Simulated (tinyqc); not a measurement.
Exact and approximate size effects: heat flow across a film from the phonon Boltzmann equation in the relaxation-time approximation. Computed by tinyqc, a small Python program. Command: `OMP_NUM_THREADS=1 python tinyqc.py 3003145 3003146 out.jsonl slabbte walk`. One thread of a shared host (Intel(R) Xeon(R) Processor @ 2.30GHz), about 0.01 s of CPU time with the checks.

Two black walls, hot at x = 0 and cold at x = L, emit phonons isotropically. For one free path Lambda, with tau = x/Lambda, tau_L = L/Lambda and phi = (T - T_cold)/Delta T, energy balance gives phi(tau) = (1/2) [E2(tau) + int_0^tau_L phi(s) E1(|tau - s|) ds]; E_n are the exponential integrals. The flux over the ballistic flux C v Delta T/4 is psi = 1 - 2 int_0^tau_L phi(s) E2(s) ds, and kappa_eff/kappa = (3/4) tau_L psi. kappa = C v Lambda/3 is an input, so at fixed kappa a longer free path means a smaller C v.

Inputs (values chosen for the exercise, modelled on gallium oxide): free path Lambda_1 = 22 nm; free path Lambda_2 = 220 nm; share f_2 of kappa = 0.31.

Free-path groups: two.

Method:
- Cut the film into n equal cells with constant phi, collocated at the centres c_i: the kernel integrates to A_ij = |E2(|c_i - e_j|) - E2(|c_i - e_(j+1)|)|/2 for cell edges e_j, and A_ii = 1 - E2(half a cell); solve (1 - A) phi = E2(c)/2; psi = 1 - 2 sum_j phi_j [E3(e_j) - E3(e_(j+1))].
- Each group is solved on its own with 150 and 300 cells, psi = (4 psi(300) - psi(150))/3, and weighted by its share of kappa (f_1 is what the others leave); exchange of energy between groups inside the film is left out.
- Two-flux: kappa_eff/kappa = sum f_i/(1 + 4 Lambda_i/(3 L)). Matthiessen with the thickness: sum f_i/(1 + Lambda_i/L). Ballistic limit: sum f_i 3 L/(4 Lambda_i).

Kappa_eff/kappa:

| L (nm) | Boltzmann | two-flux | Matthiessen | ballistic limit |
|---|---|---|---|---|
| 0.66 | 0.015785 | 0.015879 | 0.021024 | 0.016223 |
| 2.2 | 0.049690 | 0.050447 | 0.065797 | 0.054075 |
| 5.5 | 0.11179 | 0.11465 | 0.14556 | 0.13519 |
| 13 | 0.21804 | 0.22505 | 0.27358 | 0.31953 |
| 33 | 0.38571 | 0.39664 | 0.45443 | 0.811125 |
| 88 | 0.57853 | 0.58904 | 0.64057 | 2.163 |
| 220 | 0.73284 | 0.74168 | 0.78227 | 5.4075 |
| 550 | 0.85079 | 0.85724 | 0.88489 | 13.51875 |

The two-flux formula lies above the Boltzmann result by at most about 3.2 % (at L = 13 nm); the Matthiessen form is high by up to 33 %, since it misses the factor 3/4 of the ballistic limit. The thinnest film reaches 97 % of that limit, and the thickest, 25 Lambda_1, only 85 % of the bulk value: the long free paths keep the size effect alive far beyond Lambda_1. Rows below about 10 nm are near the phonon wavelength, where a particle picture fails.
